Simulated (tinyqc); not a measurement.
Dielectric confinement in a thin film (image charges): sweeps and comparisons. A value that a table varies takes the place of the one given here.

A film |z| < t/2 of dielectric constant eps between half-spaces of dielectric constant e2; lam = (eps - e2)/(eps + e2), q = e^2/(4 pi eps0). The self-energy of a band edge is taken with the high-frequency value, e2 = eh, and the field of a fixed ion with the static one, e2 = eo. A charge at z has images lam^|n| at n t + (-1)^n z. Its self-energy is S(z) = (q/2 eps) sum over n >= 1 of lam^n [1/(n t - 2z) + 1/(n t + 2z)] for odd n and 2 lam^n/(n t) for even n; at the centre S(0) = -(q/(eps t)) ln(1 - lam).

Donor at the centre, lam from the static eo, trial function cos(pi z/t) exp(-rho/l): E(l) = c/(m l^2) - (q/eps) times the integral over k of F(k t) (1 + (k l/2)^2)^(-3/2), with F(x) = F0 + 2 lam exp(-x) G/(1 - lam exp(-x)), F0 = 2[(1 - exp(-x/2))/x + x (1 + exp(-x/2))/(x^2 + 4 pi^2)], G = 2 sinh(x/2)[1/x - x/(x^2 + 4 pi^2)]; c = hbar^2/2m0. The binding energy is -E at the minimum, counted from the subband edge with its self-energy.

Constants: e^2/(4 pi eps0) = 14.39964547 eV angstrom; hbar^2/2m0 = 3.80998211 eV angstrom^2; Ry = 13.60569312 eV.

Inputs chosen for the exercise (near those of a Si (100) film, two-fold valleys, in vacuum; shifted at random, so the results belong to these values and not to a real crystal): eps = 12 (dielectric constant of the film); eh = 1 (high-frequency dielectric constant outside); eo = 1 (static dielectric constant outside); m = 0.197 m0 (mass in the plane); mz = 0.95 m0 (mass across the film); ts = (10, 15, 22, 32, 48, 70, 100) angstrom (thicknesses); t = 24 angstrom (film thickness).

## Thinning the film

<S> is the mean over (2/t) cos^2(pi z/t); confinement c (pi/t)^2/mz; donor binding with and without images.

Results:
```
t (angstrom)  <S> (meV)  confinement (meV)  binding, no images (meV)  binding (meV)  l (angstrom)
10                247.3              395.8                      58.1          401.5          13.2
15                164.8              175.9                      53.3          298.7          15.7
22                112.4               81.8                      48.3          224.8          18.4
32                 77.3               38.7                      43.1          169.7          21.6
48                 51.5               17.2                      37.3          124.8          25.5
70                 35.3                8.1                      32.0           93.5          29.9
100                24.7                4.0                      27.2           71.0          34.7
```

Between 100 and 10 angstrom the binding goes from 71.0 to 401.5 meV; quantum confinement alone would take it from 27.2 to 58.1, so the images supply +43.8 and +343.4 meV. |<S>| goes as 1/t and exceeds the confinement energy beyond 16 angstrom. For t well above a* = 32 angstrom the separable trial function underbinds, which affects the last rows. Hard-wall energies above 300 meV (up to t = 10 angstrom) overstate the confinement: walls are finite and valleys non-parabolic.

## Choice of the surrounding dielectric

The same film between different dielectrics; in this table one value e2 serves for both eo and eh.

Results:
```
case         lam  <S> (meV)  binding (meV)  l (angstrom)
e2 = 1     0.846      103.0          210.7          19.1
e2 = 2.5   0.655       60.5          135.9          20.1
e2 = 3.9   0.509       41.2          104.8          20.9
e2 = 7.5   0.231       15.6           67.4          22.5
e2 = 16   -0.143       -8.2           37.4          25.2
e2 = 25   -0.351      -18.9           25.9          27.2
e2 = 80   -0.739      -35.9           10.4          32.8
```

The binding spans a factor 20.3, from 211 meV in vacuum to 10.4 meV for e2 = 80; going from 3.9 to 25 changes it by -79.0 meV and the band edge by -60.1 meV, so the binding responds 1.31 times as much as the edge (for an orbit much smaller than t the binding would change by twice the change of S(0), -101.3 meV; here l/t = 0.87 for e2 = 3.9).

## What each parameter does

<S> is the mean over (2/t) cos^2(pi z/t). Each row changes one parameter from the base and keeps the others.

Results:
```
case             lam from eh  <S> (meV)  binding (meV)  l (angstrom)
base                   0.846      103.0          210.7          19.1
t = 34 angstrom        0.846       72.7          162.1          22.1
eps = 10.8             0.831      108.9          230.1          18.1
eo = 1.4               0.846      103.0          181.8          19.4
eh = 1.3               0.805       90.6          210.7          19.1
m = 0.236 m0           0.846      103.0          220.4          17.2
```

The largest shifts from the base row, up to three for each result and ties (the steps differ in size, so this ranks the rows, not the parameters). lam from eh: eh -0.042, eps -0.016; unchanged at the printed digits by t, eo and m. <S> (meV): t -30.3, eh -12.5, eps +5.9; unchanged at the printed digits by eo and m. binding (meV): t -48.6, eo -28.8, eps +19.4; unchanged at the printed digits by eh. l (angstrom): t +3.0, m -1.9, eps -1.1; unchanged at the printed digits by eh.

tinyqc: `OMP_NUM_THREADS=1 python tinyqc.py 1250442 1250443 out.jsonl`; about 0.04 s, one thread, shared Intel(R) Xeon(R) Processor @ 2.30GHz.
